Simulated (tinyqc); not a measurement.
Worked calculation: sp3 tight binding, zinc-blende lattice. Computed by tinyqc, a small Python program that keeps every step. Command: `OMP_NUM_THREADS=1 python tinyqc.py 24886 24887 out.jsonl` (the two numbers bound the seeds that draw the settings). One thread of a shared host (Intel(R) Xeon(R) Processor @ 2.60GHz), about 0.01 s of CPU time with the checks.

## Bloch Hamiltonian at k

Parameters chosen for this model: zinc-blende lattice, anion at 0, cation at a/4 (1,1,1); V = eta hbar^2 / (m d^2), hbar^2/m = 7.619964 eV angstrom^2:
```
parameter          value      unit
a               6.020000  angstrom
d               2.606736  angstrom
Es anion      -19.750000        eV
Ep anion       -9.370000        eV
Es cation     -11.950000        eV
Ep cation      -5.310000        eV
eta ss         -1.320000
eta sp          1.420000
eta pp sigma    2.220000
eta pp pi      -0.630000
V ss           -1.480242        eV
V sp            1.592381        eV
V pp sigma      2.489497        eV
V pp pi        -0.706479        eV
```

k point k (2 pi / a): 0.490000  -0.740000  0.290000

Slater-Koster rules over the four bonds with direction cosines (l, m, n): ss V_ss; s-px l V_sp; px-s -l V_sp; px-px l^2 V_pps + (1 - l^2) V_ppp; px-py l m (V_pps - V_ppp); each times exp(i k.d).

H(k) at k (eV), lower triangle (Hermitian):
```
                      a s                 a px                a py                 a pz
a s            -19.750000
a px             0.000000            -9.370000
a py             0.000000             0.000000           -9.370000
a pz             0.000000             0.000000            0.000000            -9.370000
c s   -1.516475+1.663668i  -1.066268+0.912732i  0.447143-2.176524i  -2.109198+0.461415i
c px   1.066268-0.912732i   0.367630-0.403313i  2.444068-0.534673i  -0.518134+2.522083i
c py  -0.447143+2.176524i   2.444068-0.534673i  0.367630-0.403313i   1.235556-1.057643i
c pz   2.109198-0.461415i  -0.518134+2.522083i  1.235556-1.057643i   0.367630-0.403313i

             c s       c px       c py       c pz
c s   -11.950000
c px    0.000000  -5.310000
c py    0.000000   0.000000  -5.310000
c pz    0.000000   0.000000   0.000000  -5.310000
```

## Levels at k

Diagonalise the Hermitian matrix.

eigenvalues (eV): -21.058218  -14.330360  -11.708820  -11.219644  -7.388958  -4.071047  -3.452437  -2.510514

weights |c|^2 of the basis functions:
```
        band 1    band 2    band 3    band 4    band 5    band 6    band 7    band 8
a s   0.897155  0.026167  0.006394  0.000043  0.039498  0.024295  0.000264  0.006184
a px  0.000122  0.098347  0.131808  0.478835  0.034456  0.000233  0.152532  0.103667
a py  0.000640  0.148141  0.313785  0.102894  0.240497  0.067791  0.037326  0.088926
a pz  0.000721  0.144515  0.259548  0.179469  0.213214  0.065098  0.048639  0.088797
c s   0.061034  0.521029  0.037358  0.000512  0.367060  0.006387  0.000238  0.006382
c px  0.007240  0.017143  0.078619  0.142186  0.010300  0.001743  0.475764  0.267006
c py  0.016891  0.023575  0.090579  0.036827  0.052160  0.436240  0.125718  0.218011
c pz  0.016198  0.021083  0.081909  0.059233  0.042816  0.398213  0.159519  0.221028
```

## Bloch Hamiltonian at X

k point X (2 pi / a): 1  0  0

As before.

H(k) at X (eV), lower triangle (Hermitian):
```
                     a s                a px                a py                a pz
a s           -19.750000
a px            0.000000           -9.370000
a py            0.000000            0.000000           -9.370000
a pz            0.000000            0.000000            0.000000           -9.370000
c s             0.000000  0.000000+3.677447i            0.000000            0.000000
c px  0.000000-3.677447i            0.000000            0.000000            0.000000
c py            0.000000            0.000000            0.000000  0.000000-4.261301i
c pz            0.000000            0.000000  0.000000-4.261301i            0.000000

             c s       c px       c py       c pz
c s   -11.950000
c px    0.000000  -5.310000
c py    0.000000   0.000000  -5.310000
c pz    0.000000   0.000000   0.000000  -5.310000
```

## Levels at X

As before.

eigenvalues (eV): -20.632593  -14.557142  -12.060126  -12.060126  -6.762858  -4.427407  -2.619874  -2.619874

## Bands along a path

The same steps at evenly spaced points between the labelled ones.

Bands along the path (eV):
```
k             band 1      band 2      band 3      band 4     band 5     band 6     band 7     band 8
L         -21.326908  -14.319472  -10.837708  -10.837708  -8.067042  -3.842292  -3.842292  -2.666578
L-G 0.33  -21.814720  -13.399559  -10.614260  -10.614260  -8.038547  -4.065740  -4.065740  -3.127174
L-G 0.67  -22.603909  -11.401472  -10.113881  -10.113881  -8.167578  -4.566119  -4.566119  -4.207042
G         -22.939982   -9.826208   -9.826208   -9.826208  -8.760018  -4.853792  -4.853792  -4.853792
G-X 0.33  -22.487659  -11.383162  -10.534655  -10.534655  -7.762554  -4.746625  -4.145345  -4.145345
G-X 0.67  -21.378312  -13.468637  -11.612587  -11.612587  -7.000600  -4.532450  -3.067413  -3.067413
X         -20.632593  -14.557142  -12.060126  -12.060126  -6.762858  -4.427407  -2.619874  -2.619874
X-W 0.33  -20.632593  -14.557142  -12.060126  -12.060126  -6.762858  -4.427407  -2.619874  -2.619874
X-W 0.67  -20.632593  -14.557142  -12.060126  -12.060126  -6.762858  -4.427407  -2.619874  -2.619874
W         -20.632593  -14.557142  -12.060126  -12.060126  -6.762858  -4.427407  -2.619874  -2.619874
```

With 4 band(s) filled, the highest filled level on these points lies at G and the lowest empty one at G: a gap of 1.0662 eV, direct.
